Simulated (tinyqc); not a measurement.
MP2 on RHF in the 3-21g basis, for H2, spin multiplicity 1, step by step. Computed by tinyqc, a small Python program that keeps every step (integrals from PySCF). Settings: charge = 0, multiplicity = 1, basis = 3-21g, method = RHF, energy threshold = 1e-10, iteration cap = 75, orthogonalisation = canonical, start = Wolfsberg-Helmholz matrix, DIIS depth = 6. Command: `OMP_NUM_THREADS=1 python tinyqc.py 25675 25676 out.jsonl` (the two numbers bound the seeds that draw the settings). One thread of a shared host (Intel(R) Xeon(R) Processor @ 2.60GHz), about 0.06 s of CPU time with the checks. Later iterations appear only in the table of the cycle.

## One-electron integrals

Geometry (angstrom):
```
atom        x        y        z
H     0.00000  0.00000  0.00000
H     0.00000  0.00000  0.92300
```

Basis 3-21g: exponents (1/bohr^2) and contraction coefficients of normalised primitives:
```
element  l (shell)  exponent  coefficient
H            s (1)   5.44718      0.15628
H            s (1)   0.82455      0.90469
H            s (2)   0.18319      1.00000
```

Overlap, kinetic and nuclear-attraction integrals over the contracted functions; the nuclear repulsion is the sum of Za Zb / Rab.

nuclear repulsion = 0.5733231 hartree

overlap S, order 1H 1s, 1H 2s, 2H 1s, 2H 2s:
$$\begin{pmatrix}
1.00000 & 0.64590 & 0.25129 & 0.40770 \\
0.64590 & 1.00000 & 0.40770 & 0.75680 \\
0.25129 & 0.40770 & 1.00000 & 0.64590 \\
0.40770 & 0.75680 & 0.64590 & 1.00000
\end{pmatrix}$$

kinetic energy T (hartree), order 1H 1s, 1H 2s, 2H 1s, 2H 2s:
$$\begin{pmatrix}
1.54940 & 0.29315 & 0.02980 & 0.12813 \\
0.29315 & 0.27479 & 0.12813 & 0.16932 \\
0.02980 & 0.12813 & 1.54940 & 0.29315 \\
0.12813 & 0.16932 & 0.29315 & 0.27479
\end{pmatrix}$$

nuclear attraction V (hartree), order 1H 1s, 1H 2s, 2H 1s, 2H 2s:
$$\begin{pmatrix}
-2.29352 & -1.14831 & -0.53183 & -0.74881 \\
-1.14831 & -1.17869 & -0.74881 & -0.94529 \\
-0.53183 & -0.74881 & -2.29352 & -1.14831 \\
-0.74881 & -0.94529 & -1.14831 & -1.17869
\end{pmatrix}$$

core Hamiltonian H = T + V (hartree), order 1H 1s, 1H 2s, 2H 1s, 2H 2s:
$$\begin{pmatrix}
-0.74412 & -0.85515 & -0.50203 & -0.62068 \\
-0.85515 & -0.90390 & -0.62068 & -0.77596 \\
-0.50203 & -0.62068 & -0.74412 & -0.85515 \\
-0.62068 & -0.77596 & -0.85515 & -0.90390
\end{pmatrix}$$

## Two-electron integrals

Functions are numbered as in S; the eight-fold symmetry (ij|kl) = (ji|kl) = (kl|ij) leaves the list below.

Two-electron integrals (ij|kl) in chemists' order, unique and non-zero (hartree):
```
(11|11) 1.14014   (21|11) 0.61140   (21|21) 0.34515   (22|11) 0.62637
(22|21) 0.38033   (22|22) 0.48296   (31|11) 0.22065   (31|21) 0.12726
(31|22) 0.14453   (31|31) 0.06536   (32|11) 0.25601   (32|21) 0.15708
(32|22) 0.20133   (32|31) 0.08710   (32|32) 0.13687   (33|11) 0.56290
(33|21) 0.35420   (33|22) 0.47514   (33|31) 0.22065   (33|32) 0.37715
(33|33) 1.14014   (41|11) 0.37715   (41|21) 0.21403   (41|22) 0.23792
(41|31) 0.08710   (41|32) 0.11024   (41|33) 0.25601   (41|41) 0.13687
(42|11) 0.43939   (42|21) 0.26910   (42|22) 0.34921   (42|31) 0.11770
(42|32) 0.17628   (42|33) 0.43939   (42|41) 0.17628   (42|42) 0.27661
(43|11) 0.35420   (43|21) 0.22144   (43|22) 0.29687   (43|31) 0.12726
(43|32) 0.21403   (43|33) 0.61140   (43|41) 0.15708   (43|42) 0.26910
(43|43) 0.34515   (44|11) 0.47514   (44|21) 0.29687   (44|22) 0.40644
(44|31) 0.14453   (44|32) 0.23792   (44|33) 0.62637   (44|41) 0.20133
(44|42) 0.34921   (44|43) 0.38033   (44|44) 0.48296
```

## Orthogonalisation

S = U s U^T; canonical form X = U s^(-1/2), so that X^T S X = 1. Each column of U has its largest component positive (the first on a tie).

eigenvalues of S: [0.14865, 0.42054, 0.84326, 2.58754]

X, order 1H 1s, 1H 2s, 2H 1s, 2H 2s:
$$\begin{pmatrix}
-0.67665 & 0.85624 & 0.71570 & 0.27217 \\
1.70461 & -0.67512 & 0.28410 & 0.34519 \\
0.67665 & 0.85624 & -0.71570 & 0.27217 \\
-1.70461 & -0.67512 & -0.28410 & 0.34519
\end{pmatrix}$$

## Starting guess

The start is the generalised Wolfsberg-Helmholz matrix (K = 1.75) built on H; D = 2 C_occ C_occ^T.

D at the start, order 1H 1s, 1H 2s, 2H 1s, 2H 2s:
$$\begin{pmatrix}
0.06252 & 0.14746 & 0.06252 & 0.14746 \\
0.14746 & 0.34781 & 0.14746 & 0.34781 \\
0.06252 & 0.14746 & 0.06252 & 0.14746 \\
0.14746 & 0.34781 & 0.14746 & 0.34781
\end{pmatrix}$$

## Iteration 1: building the Fock matrix

J_ij = sum D_kl (ij|kl), K_ij = sum D_kl (ik|jl); F = H + J - 0.5 K; E = tr D H + tr D J / 2 - 0.25 tr D K + E_nn.

Coulomb J (hartree), order 1H 1s, 1H 2s, 2H 1s, 2H 2s:
$$\begin{pmatrix}
1.29435 & 0.77556 & 0.34462 & 0.50820 \\
0.77556 & 0.96847 & 0.50820 & 0.76770 \\
0.34462 & 0.50820 & 1.29435 & 0.77556 \\
0.50820 & 0.76770 & 0.77556 & 0.96847
\end{pmatrix}$$

exchange K (hartree), order 1H 1s, 1H 2s, 2H 1s, 2H 2s:
$$\begin{pmatrix}
0.77427 & 0.75528 & 0.53469 & 0.66840 \\
0.75528 & 0.85978 & 0.66840 & 0.81707 \\
0.53469 & 0.66840 & 0.77427 & 0.75528 \\
0.66840 & 0.81707 & 0.75528 & 0.85978
\end{pmatrix}$$

Fock matrix F (hartree), order 1H 1s, 1H 2s, 2H 1s, 2H 2s:
$$\begin{pmatrix}
0.16310 & -0.45723 & -0.42476 & -0.44668 \\
-0.45723 & -0.36532 & -0.44668 & -0.41680 \\
-0.42476 & -0.44668 & 0.16310 & -0.45723 \\
-0.44668 & -0.41680 & -0.45723 & -0.36532
\end{pmatrix}$$

total energy of this density = -1.0791015 hartree

## Iteration 1: diagonalisation and new density

Diagonalise F' = X^T F X, C = X C', fill 1 alpha and 1 beta electrons from the bottom; D = 2 C_occ C_occ^T. Each column has its largest component positive (the first on a tie).

F' = X^T F X (hartree):
$$\begin{pmatrix}
0.88612 & 0.00000 & -0.54120 & 0.00000 \\
0.00000 & 0.99347 & 0.00000 & 0.04045 \\
-0.54120 & 0.00000 & 0.60196 & 0.00000 \\
0.00000 & 0.04045 & 0.00000 & -0.56485
\end{pmatrix}$$

orbital energies (hartree): MO1 -0.56590, MO2 0.18450, MO3 0.99452, MO4 1.30358

coefficients C, order 1H 1s, 1H 2s, 2H 1s, 2H 2s:
$$\begin{pmatrix}
0.24988 & 0.15342 & 0.86301 & -0.97290 \\
0.36258 & 1.26607 & -0.66595 & 1.17621 \\
0.24988 & -0.15342 & 0.86301 & 0.97290 \\
0.36258 & -1.26607 & -0.66595 & -1.17621
\end{pmatrix}$$

D after iteration 1, order 1H 1s, 1H 2s, 2H 1s, 2H 2s:
$$\begin{pmatrix}
0.12488 & 0.18120 & 0.12488 & 0.18120 \\
0.18120 & 0.26293 & 0.18120 & 0.26293 \\
0.12488 & 0.18120 & 0.12488 & 0.18120 \\
0.18120 & 0.26293 & 0.18120 & 0.26293
\end{pmatrix}$$

## Iteration 8 (converged): orbitals

converged F (hartree), order 1H 1s, 1H 2s, 2H 1s, 2H 2s:
$$\begin{pmatrix}
0.18699 & -0.44358 & -0.44064 & -0.44245 \\
-0.44358 & -0.33004 & -0.44245 & -0.38675 \\
-0.44064 & -0.44245 & 0.18699 & -0.44358 \\
-0.44245 & -0.38675 & -0.44358 & -0.33004
\end{pmatrix}$$

As before.

F' = X^T F X (hartree):
$$\begin{pmatrix}
0.90949 & 0.00000 & -0.55527 & 0.00000 \\
0.00000 & 1.02341 & 0.00000 & 0.01772 \\
-0.55527 & 0.00000 & 0.65120 & 0.00000 \\
0.00000 & 0.01772 & 0.00000 & -0.54137
\end{pmatrix}$$

orbital energies (hartree): MO1 -0.54158, MO2 0.21026, MO3 1.02361, MO4 1.35044

coefficients C, order 1H 1s, 1H 2s, 2H 1s, 2H 2s:
$$\begin{pmatrix}
0.26246 & 0.13968 & 0.85926 & -0.97497 \\
0.35281 & 1.28254 & -0.67117 & 1.15823 \\
0.26246 & -0.13968 & 0.85926 & 0.97497 \\
0.35281 & -1.28254 & -0.67117 & -1.15823
\end{pmatrix}$$

D after iteration 8, order 1H 1s, 1H 2s, 2H 1s, 2H 2s:
$$\begin{pmatrix}
0.13777 & 0.18520 & 0.13777 & 0.18520 \\
0.18520 & 0.24895 & 0.18520 & 0.24895 \\
0.13777 & 0.18520 & 0.13777 & 0.18520 \\
0.18520 & 0.24895 & 0.18520 & 0.24895
\end{pmatrix}$$

## Convergence

Stop when the energy changes by less than 1e-10 hartree and every element of the error matrix X^T (F D S - S D F) X is below 3e-06.

Course of the cycle:
```
iteration  E (hartree)     change  largest element of the error matrix
1           -1.0791015          -                             2.60e-01
2           -1.1042177  -2.51e-02                             3.89e-02
3           -1.1047856  -5.68e-04                             3.32e-05
4           -1.1047856  -3.42e-10                             1.38e-05
5           -1.1047856  -4.28e-11                             8.69e-06
6           -1.1047856  -1.32e-11                             6.35e-06
7           -1.1047856  -5.74e-12                             5.00e-06
8           -1.1047856  -9.39e-12                             2.50e-09
```

PySCF RHF in the same basis = -1.1047856 hartree

Converged in 8 iterations.

## Populations, bond orders and dipole

Mulliken: Z minus the diagonal of D S on the atom; Loewdin: the same with S^(1/2) D S^(1/2); Mayer order: 2 sum_s sum (D(s) S)_ij (D(s) S)_ji over the two atoms.

Charges (e):
```
atom  Mulliken  Loewdin
1H           0        0
2H           0        0
```

Mayer bond orders:
```
pair    order
2-1   1.00000
```

dipole moment about the origin, x y z (debye): [0.00000, 0.00000, 0.00000]

## Integrals over molecular orbitals

(pq|rs) = sum C_ip C_jq C_kr C_ls (ij|kl), one index at a time.

one-electron integrals over orbitals h = C^T H C (hartree):
$$\begin{pmatrix}
-1.13653 & 0.00000 & -0.14137 & 0.00000 \\
0.00000 & -0.59837 & 0.00000 & 0.19634 \\
-0.14137 & 0.00000 & 0.05093 & 0.00000 \\
0.00000 & 0.19634 & 0.00000 & 0.25560
\end{pmatrix}$$

Two-electron integrals over orbitals (pq|rs), unique and non-zero (hartree):
```
(11|11) 0.59496    (21|21) 0.10762    (22|11) 0.45812    (22|22) 0.41887
(31|11) 0.14137    (31|22) 0.06755    (31|31) 0.10072    (32|21) 0.00445
(32|32) 0.03644    (33|11) 0.53670    (33|22) 0.42237    (33|31) 0.12763
(33|33) 0.50807    (41|21) -0.08033   (41|32) -0.04582   (41|41) 0.11323
(42|11) -0.13834   (42|22) -0.07009   (42|31) -0.08195   (42|33) -0.12115
(42|42) 0.08102    (43|21) -0.11913   (43|32) -0.03260   (43|41) 0.12787
(43|43) 0.17533    (44|11) 0.60403    (44|22) 0.47027    (44|31) 0.18114
(44|33) 0.56953    (44|42) -0.16712   (44|44) 0.67633
```

## Second-order Moller-Plesset energy

Hartree-Fock energy = -1.1047856 hartree

E2 = sum_ijab (ia|jb) [2 (ia|jb) - (ib|ja)] / (e_i + e_j - e_a - e_b) over occupied i, j and virtual a, b; the opposite-spin part is (ia|jb)^2 / denominator, the rest is same-spin, and SCS-MP2 scales them by 6/5 and 1/3.

Terms:
```
i  j  a  b   (ia|jb)   (ib|ja)  denominator      term
1  1  2  2   0.10762   0.10762     -1.50367  -0.00770
1  1  4  4   0.11323   0.11323     -3.78403  -0.00339
1  1  3  3   0.10072   0.10072     -3.13038  -0.00324
1  1  4  2  -0.08033  -0.08033     -2.64385  -0.00244
1  1  2  4  -0.08033  -0.08033     -2.64385  -0.00244
```

Pair energies (hartree; pair i-j sums ij and ji):
```
pair  opposite spin  same spin
1-1        -0.01921          0
```

MP2 correlation energy = -0.0192133 hartree

SCS-MP2 correlation energy = -0.0230560 hartree

MP2 total energy = -1.1239990 hartree
